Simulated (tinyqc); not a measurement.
A ladder of methods, and size consistency: correlation methods against full CI in the sto-3g basis, for BeH2, spin multiplicity 1. Computed by the program tinyqc with PySCF. All electrons correlated; +Q is the Davidson correction (1 - c0^2) E_corr. The last columns treat two copies 100 angstrom apart as one system. FCI is the lowest singlet.

Geometry (angstrom):
```
atom,x,y,z
Be,0.0000,0.0000,0.0000
H,0.0000,1.2490,0.0000
H,0.0000,-1.2490,0.0000
```

RHF energy of one = -15.559818 hartree

Correlation energies (hartree):
```
method,E_corr of one,share of FCI (%),E_corr of two at 100 angstrom,two minus twice one (mhartree)
MP2,-0.02152,67.596,-0.04305,0.000
CISD,-0.03122,98.033,-0.06110,1.334
CISD+Q,-0.03191,100.226,-0.06365,0.180
CCSD,-0.03150,98.925,-0.06300,0.000
CCSD(T),-0.03169,99.505,-0.06337,0.000
FCI,-0.03184,100.000,-,-
```

What does the comparison show, and why?

MP2 recovers 68 %, CISD 98.0 % and CCSD 98.9 % of the FCI value (c0^2 = 0.978 in CISD). MP2 and coupled cluster are size consistent, so their last column vanishes; CISD loses 1.33 mhartree, since a double excitation on each copy is a quadruple of the pair, and the Davidson correction leaves +0.18.
